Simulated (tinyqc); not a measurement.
# Energy and delay of logic against supply voltage: effects of single changes

One expression serves below and above threshold: I(Vg) = Ik [ln(1 + exp((Vg - VT + dd V)/(al nf Vt)))]^al, with I_on = I(V) and I_off = I(0). Gate delay td = kd C V/I_on, clock period LD td. Per gate and cycle the switching energy is act C V^2 and the leakage energy I_off V LD td. No short-circuit current, no variation. Minima are sought above 0.09 V; below a few Vt gates no longer switch and the model has no meaning.

Values chosen for this exercise; values of the order met in logic technologies:

| symbol | value | unit | meaning |
|---|---|---|---|
| T | 300 | K | temperature |
| VT | 0.26 | V | threshold voltage at zero drain bias |
| nf | 1.28 |  | slope factor |
| dd | 0.07 |  | barrier lowering per volt of supply |
| Ik | 1.9 | uA | specific current of a gate |
| al | 1.51 |  | exponent of the current law |
| C | 0.35 | fF | load capacitance of a gate |
| kd | 0.8 |  | delay factor |
| LD | 60 |  | logic depth |
| act | 0.2 |  | activity factor |

Constants: q = 1.602176634e-19 C, kB = 1.380649e-23 J/K, Vt = kB T/q. Results are converted to the units shown.

Each table varies one quantity; the others keep the values above.

## Energy and delay against supply voltage

EDP = energy times td.

Energy and delay against supply voltage:
```
V (V)	I_on (uA)	I_off (nA)	td (ps)	switching (aJ)	leakage (aJ)	energy (aJ)	EDP (fJ ps)
0.15	0.08521	1.005	492.9	1.575	4.457	6.032	2.973
0.27	1.968	1.294	38.41	5.103	0.8051	5.908	0.2269
0.38	9.910	1.631	10.74	10.11	0.3992	10.51	0.1128
0.5	24.98	2.100	5.604	17.50	0.3530	17.85	0.1001
0.62	44.51	2.702	3.900	26.91	0.3921	27.30	0.1065
0.73	65.51	3.405	3.120	37.30	0.4653	37.77	0.1178
0.85	91.36	4.379	2.605	50.58	0.5819	51.16	0.1333
0.97	120.0	5.631	2.264	65.86	0.7420	66.61	0.1508
1.08	148.4	7.088	2.038	81.65	0.9359	82.58	0.1683
1.2	181.7	9.105	1.849	100.8	1.212	102.0	0.1887
```

Read the table: what changes, and by how much?

td falls from 493 to 1.85 ps; the energy goes from 6.03 through a minimum of 5.91 (at V = 0.27 V among the rows listed) to 102 aJ and the EDP goes from 2.97 through a minimum of 0.100 (at V = 0.5 V among the rows listed) to 0.189 fJ ps. The exact minima lie at V = 0.205 V for the energy and 0.493 V for the EDP. Going from 1.2 V to the energy minimum saves a factor of 21.0 in energy and costs a factor of 73.6 in delay. Below the minimum the leakage energy rises faster than the switching energy falls, because the clock period grows so steeply.

## Optimum supplies against the logic depth

Same model as above.

V_min minimises the energy and V_EDP the product of energy and td.

Optimum supplies against the logic depth:
```
LD	V_min (V)	energy at V_min (aJ)	leakage share (%)	clock at V_min (MHz)	V_EDP (V)	clock at V_EDP (GHz)
12	0.1202	2.359	57.14	84.13	0.4875	14.15
20	0.1529	3.059	46.50	108.7	0.4884	8.523
30	0.1735	3.661	42.47	117.8	0.4896	5.709
50	0.1972	4.511	39.64	122.4	0.4919	3.457
80	0.2181	5.419	38.55	121.1	0.4952	2.189
150	0.2455	6.905	38.91	112.3	0.5023	1.200
```

As LD goes from 12 to 150, V_min rises from 0.120 to 0.245 V, the energy there rises from 2.36 to 6.90 aJ, the clock there goes from 84.1 through a maximum of 122 (at LD = 50 among the rows listed) to 112 MHz and V_EDP rises from 0.487 to 0.502 V. act and LD enter V_min only through the ratio act/LD.

Computed by the program tinyqc: `OMP_NUM_THREADS=1 python tinyqc.py 2082086 2082087 out.jsonl`, one thread of a shared Intel Xeon 2.30GHz, about 0.01 s for the whole run.
